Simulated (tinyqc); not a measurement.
Bandgap voltage reference from two bipolar transistors: one step of the calculation.

Two transistors of area 1 and N carry the same current I. Is(T) = Is (T/T0)^eta exp[(Vg0 q/kB)(1/T0 - 1/T)], VBE1 = Vt ln(I/Is(T)) + I rb, VBE2 = Vt ln(I/(N Is(T))) + I rb/N. The amplifier forces I R1(T) = VBE1 - VBE2 + Vos, with R(T) = R (1 + tc (T - T0)) for both resistors, and the output is Vref = VBE1 + I R2(T). Base currents and the Early effect are neglected.

Problem. Operating point at another temperature. Vt = kB T/q; I = (Vt ln N + Vos)/(R1(T) - rb (1 - 1/N)).

Inputs (values chosen for the exercise); values of the order met in silicon bipolar transistors: reference temperature T0 = 300 K; band-gap voltage extrapolated to 0 K Vg0 = 1.196 V; temperature exponent of the saturation current eta = 3.8; saturation current of the unit transistor at T0 Is = 5e-16 A; area ratio of the second transistor N = 24; resistor across which the difference of VBE falls, at T0 R1 = 16 kohm; temperature coefficient of both resistors tc = -600 ppm/K; offset of the amplifier Vos = 0 mV; series resistance of the unit transistor rb = 0 ohm; output resistor at T0 R2 = 128.1 kohm; temperature T = 358 K.

Constants: q = 1.602176634e-19 C, kB = 1.380649e-23 J/K. Results are converted to the units shown.

Wanted: Vt; I; Is(T); VBE1; I R2; Vref.

Solution.

Vt = 0.030850 V
I = 6.3486 uA
Is(T) = 1.7611e-12 A
VBE1 = 0.46577 V
I R2 = 0.78496 V
Vref = 1.2507 V

From T0 to T, VBE1 changes by -130 mV and I R2 by 127 mV, which leaves -3.01 mV in Vref.

Computed by the program tinyqc: `OMP_NUM_THREADS=1 python tinyqc.py 2062048 2062049 out.jsonl`, one thread of a shared Intel Xeon 2.30GHz, about 0.02 s for the whole run.
